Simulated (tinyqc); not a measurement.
Donor binding, ionisation and the Mott limit: one step of the calculation.

Hydrogenic donor: Ry = (m0 q^3/(8 eps0^2 h^2)) me/eps_r^2 in eV, E0 = cc Ry, radius a = q/(8 pi eps0 eps_r E0), Mott density Nm = (0.26/a)^3. Below Nm the level sinks as Ed = E0 [1 - (N/Nm)^(1/3)]. Neutrality: Nc F12(eta) = N/(1 + 2 exp(eta + Ed/kB T)), F12(x) = (2/sqrt(pi)) int_0^infinity sqrt(u)/(1 + exp(u - x)) du.

Question. Ionisation. Solve the neutrality equation for eta. Boltzmann form: with k = (Nc/2) exp(-Ed/kB T) the ionised share is [-k + sqrt(k^2 + 4 k N)]/(2 N).

Parameters, values chosen for the exercise; band and dielectric values those of a made-up semiconductor: temperature T = 77 K; conduction-band density of states at 77 K Nc = 2.87e18 cm^-3; donor density N = 9.1e16 cm^-3.

Constants: q = 1.602176634e-19 C, kB = 1.380649e-23 J/K, Vt = kB T/q. Results are converted to the units shown.

Ed = 17.120143 meV

Wanted: eta; ionised share; n; ionised share, Boltzmann form.

Answer.

eta = -3.879
ionised share = 64.70 %
n = 5.888e16 cm^-3
ionised share, Boltzmann form = 64.83 %

With the level held at E0 the share would be 39.2 %.

Range of the model: A sharp level with degeneracy 2 overstates freeze-out near Nm, where the impurity band broadens and merges with the conduction band.

tinyqc, about 0.01 s, one thread, Intel Xeon 2.30GHz (shared host): `OMP_NUM_THREADS=1 python tinyqc.py 2330080 2330081 out.jsonl`
